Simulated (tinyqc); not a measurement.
Quantum well in an electric field by finite differences: sweeps and comparisons. A value that a table varies takes the place of the one given here.

Finite differences on points z_i at the centres of cells of width h: H_ii = (c/h^2)(1/m_(i-1/2) + 1/m_(i+1/2)) + V_i, H_(i,i+1) = -(c/h^2)/m_(i+1/2), where m_(i+1/2) is the mean of the masses at the two points (the end values are repeated outwards), psi = 0 on the points beyond both ends, c = hbar^2/2m0. The field adds e F (z - z0) with z0 the middle of the structure; 1 kV/cm = 1e-5 eV/angstrom.

Constants: hbar^2/2m0 = 3.80998211 eV angstrom^2.

Inputs chosen for the exercise (near those of a GaAs well in AlGaAs; not measured data):
```
symbol  value                                                        unit      meaning
layers  ((44, 0.275, 0.0952), (55, 0, 0.0669), (44, 0.275, 0.0952))            each layer: thickness in angstrom, band edge in eV, mass in m0
hf      0.6875                                                       angstrom  cell width of the fine grid
Fs      (0, 16.7, 33.3, 50, 66.7, 83.3, 100)                         kV/cm     fields
F       64                                                           kV/cm     field along z
Lw      55                                                           angstrom  well width
Lb      44                                                           angstrom  each outer barrier
V0      0.275                                                        eV        barrier height
mw      0.0669                                                       m0        mass in the well
mb      0.0952                                                       m0        mass in the barriers
```

## Stark shift

Fine grid. Perturbation theory: dE1 = e F z_11 - beta (e F)^2 with beta = sum_j z_1j^2/(E_j - E_1) over the 13 next levels at zero field, z from z0.

Levels against field:
```
F (kV/cm),E1 (eV),E2 (eV),dE1 (meV),second order (meV),<z - z0> (angstrom),E2 - E1 (meV)
0,0.0699,0.2592,0.00,0.00,0.0,189.3
16.7,0.0699,0.2592,-0.04,-0.04,-0.5,189.3
33.3,0.0698,0.2590,-0.17,-0.17,-1.0,189.2
50.0,0.0696,0.2587,-0.38,-0.38,-1.5,189.1
66.7,0.0693,0.2583,-0.67,-0.67,-2.0,189.0
83.3,0.0689,0.2577,-1.05,-1.05,-2.5,188.9
100,0.0684,0.2571,-1.52,-1.52,-3.0,188.7
```

z_11 = 0.00 angstrom
beta = 1517 angstrom^2/eV

At zero field the state is centred, so the shift starts as F^2; it turns linear only if the state is pulled to one side. At 100 kV/cm E1 has moved by -1.52 meV, where second order gives -1.52 meV; they differ by 0.0 % there. The electron moves by -3.0 angstrom, against the rise of the potential. From 33.3 kV/cm on E2 lies above the lowest point of the outer barrier, so it is a resonance or a state of the finite grid, held or pushed up by its ends. E2 - E1 shrinks with the field; the ends are 189.3 and 188.7 meV.

## Order of mass and momentum

Fine grid. Hermitian kinetic operators m^a p m^b p m^a with 2a + b = -1: H_ii = (c/h^2) m_i^(2a) (m_(i-1/2)^b + m_(i+1/2)^b) + V_i, H_(i,i+1) = -(c/h^2) m_i^a m_(i+1)^a m_(i+1/2)^b; BenDaniel-Duke is a = 0. The halved form has H_ii = 2c/(h^2 m_i) + V_i and H_(i,i+1) = -(c/2h^2)(1/m_i + 1/m_(i+1)). The shifts are measured against BenDaniel-Duke; the last column repeats E1 with cells of hf/4.

Levels (eV):
```
operator,E1,E2,E1 - E1(BDD) (meV),E1 at hf/4
BenDaniel-Duke,0.0693,0.2584,0.0,0.0693
"(1/m) p^2 + p^2 (1/m), halved",0.0476,0.1933,-21.7,-0.2678
m^(-1/2) p^2 m^(-1/2),0.0843,0.2705,15.0,0.0843
m^(-1/4) p m^(-1/2) p m^(-1/4),0.0767,0.2645,7.4,0.0767
"one mass, the smallest",0.0770,0.2706,7.7,0.0770
```

The three forms m^a p m^b p m^a span 15.0 meV in E1, 8 % of E2 - E1; they differ only at the mass steps (largest to smallest mass 1.42), where m^a psi is the continuous quantity. Dropping the mass step altogether moves E1 by +7.7 meV. Refining the grid moves the halved form by -315.4 meV, against at most 0.03 meV for the other three: at an abrupt step it has no limit as the grid is refined.

## What each parameter does

Three layers: barrier, well, barrier; fine grid. The Stark shift is E1(F) - E1(0). Each row changes one parameter from the base and keeps the others.

Results:
```
case,E1 (eV),E2 - E1 (meV),Stark shift (meV),<z - z0> (angstrom)
base,0.0693,189.0,-0.62,-1.94
Lw = 44 angstrom,0.0901,221.4,-0.43,-1.35
Lb = 55 angstrom,0.0692,184.3,-0.64,-2.00
V0 = 0.33 eV,0.0744,206.7,-0.52,-1.64
mw = 0.0769 m0,0.0662,177.5,-0.63,-1.96
mb = 0.1142 m0,0.0655,187.7,-0.62,-1.93
F = 96 kV/cm,0.0685,188.7,-1.40,-2.91
```

The largest shifts from the base row, up to three for each result and ties (the steps differ in size, so this ranks the rows, not the parameters). E1 (eV): Lw +0.0207, V0 +0.0051, mb -0.0038. E2 - E1 (meV): Lw +32.4, V0 +17.7, mw -11.5. Stark shift (meV): F -0.78, Lw +0.19, V0 +0.10; unchanged at the printed digits by mb. <z - z0> (angstrom): F -0.97, Lw +0.59, V0 +0.31.

Computed by tinyqc, a small Python program: `OMP_NUM_THREADS=1 python tinyqc.py 1281418 1281419 out.jsonl` (the numbers bound the seed that draws the inputs); one thread of a shared host (Intel(R) Xeon(R) Processor @ 2.30GHz), about 0.02 s for the whole set of steps.
